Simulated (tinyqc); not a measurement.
Finnis-Sinclair potential for a bcc metal: fit to cohesion and elasticity, then vacancy, surfaces and structure: one step, computed by the program tinyqc.

E = (1/2) sum V(r) - A sqrt(rho), rho = sum phi(r), phi = (r - d)^2 for r < d, V = (r - c)^2 (c0 + c1 r + c2 r^2) for r < c. In bcc the 8 first neighbours lie at sqrt(3) a/2 and the 6 second at a; both cut-offs lie below the third shell; Omega = a^3/2; E is per atom and z the number of atoms in a shell. The four constants A, c0, c1, c2 are fitted to E_c, zero pressure, B and C12 - C44 alone, so C44 and C11 - C12 are not matched singly; defects are unrelaxed.

Problem. Unrelaxed vacancy. E_v = -A sum_shells z [sqrt(rho - phi(r)) - sqrt(rho)] - (1/2) sum z V(r): the neighbours lose one bond each, and the atom is put back in the bulk.

Inputs (values chosen for the exercise, modelled on vanadium):

| quantity | value | unit |
|---|---|---|
| lattice constant a | 3.04 | angstrom |
| cohesive energy E_c | 5.28 | eV |
| density cut-off d/a | 1.204 | - |
| pair cut-off c/a | 1.245 | - |

c0, c1, c2 (eV/angstrom^2, eV/angstrom^3, eV/angstrom^4): -2.156932  2.502267  -0.605717

A = 1.911564 eV/angstrom

rho = 10.75270 angstrom^2

Give: V at the two shells; phi at the two shells; vacancy energy E_v; E_v/E_c.

Solution.

V at the two shells (eV): 0.30857  -0.08201

phi at the two shells (angstrom^2): 1.0556  0.3846

vacancy energy E_v = 2.2156 eV

E_v/E_c = 0.41961

A pair potential would give E_v = E_c; the square root lowers the ratio to 0.42.
